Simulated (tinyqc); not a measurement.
Inside a calculation. Method: lattice vibrations of a chain. One step of it, computed by the program tinyqc.

Problem. Dynamical matrix at q = 0.45. q is in units of 2 pi/a. A spring k from atom i to atom j, n cells on, adds k to Phi_ii and Phi_jj, -k exp(2 pi i q n) to Phi_ij and the conjugate to Phi_ji (for one atom a cell: 2k (1 - cos 2 pi q n)); D_ij = Phi_ij / sqrt(m_i m_j).

A chain moving along its axis:
```
atom    mass (u)  spring to the next atom (eV/angstrom^2)
1      50.100000                                23.100000
2      74.200000                                 3.600000
3     115.100000                                14.700000
```

Give: D(q).

Solution.

D(q) (eV/(angstrom^2 u)), lower triangle (Hermitian):
```
                1        2       3
1          0.7545
2         -0.3789   0.3598
3  0.1841-0.0598i  -0.0390  0.1590
```
